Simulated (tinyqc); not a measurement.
Inside a calculation. Method: plane-wave Kohn-Sham cycle with exchange-only LDA in a layered model solid. One step of it, computed by the program tinyqc.

Question. Iteration 2: Hamiltonian at one k. H(m,m') = (k + G_m)^2/2 delta + V(G_m - G_m'), with V(-G) = V(G).

A solid whose potential varies along x alone (atomic units):
```
parameter                      value
period a                    9.800000
cross-section of the cell  21.000000
electrons per cell                 2
grid points                       16
plane waves -n..n, n               2
k points                           4
V1 in V1 cos(2 pi x/a)     -0.370000
V2 in V2 cos(4 pi x/a)     -0.180000
```

V(G_m), m = 0, 1, 2, ... (hartree): [-0.209789, -0.166823, -0.089656, -0.000310, -0.000027]

k = 0.125000 2 pi / a

Give: H.

Answer.

H (hartree), order -2, -1, +0, +1, +2:
$$\begin{pmatrix}
0.5128 & -0.1668 & -0.0897 & -0.0003 & 0.0000 \\
-0.1668 & -0.0524 & -0.1668 & -0.0897 & -0.0003 \\
-0.0897 & -0.1668 & -0.2066 & -0.1668 & -0.0897 \\
-0.0003 & -0.0897 & -0.1668 & 0.0503 & -0.1668 \\
0.0000 & -0.0003 & -0.0897 & -0.1668 & 0.7183
\end{pmatrix}$$
